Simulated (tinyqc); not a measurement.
Solid solubility of a dopant against its melt (retrograde solidus), clustering and the electrically active fraction: one step, computed by the program tinyqc. Command: `OMP_NUM_THREADS=1 python tinyqc.py 3026339 3026340 out.jsonl retro walk`. One thread of a shared host (Intel(R) Xeon(R) Processor @ 2.30GHz), about 0.01 s of CPU time with the checks.

Task: Liquidus and solidus at T. x_l and x_s are atom fractions of the dopant in melt and solid; the solid is dilute. Liquidus of the host: R T ln(1 - x_l) + L x_l^2 = -H_f (1 - T/T_m). Distribution: k = x_s/x_l = exp[L (1 - x_l)^2/(R T)] exp(S/k_B - H/(k_B T)), the first factor being the activity coefficient in the melt. Solubility = x_s N0; at T_m x_l = 0.

Inputs (values chosen for the exercise, for a model dopant): melting point of the host T_m = 1687 K; heat of melting of the host H_f = 50.2 kJ/mol; interaction L of the melt = -12 kJ/mol; enthalpy of transfer from melt to solid H = 1.57 eV; entropy of transfer S = 4.92 k_B; site density N0 = 5e+22 1/cm^3; temperature T = 1395 K.

Constants: R = 8.314462618 J/(mol K); k_B = 8.617333262e-05 eV/K.

Give: x_l; distribution coefficient k; x_s; solubility; k at the melting point.

Result:

x_l = 0.42838

distribution coefficient k = 2.0792e-04

x_s = 8.9071e-05

solubility = 4.4535e+18 1/cm^3

k at the melting point = 0.0011883

k has changed by a factor 0.17 from its value at T_m, while x_l has grown from 0 to 0.428.
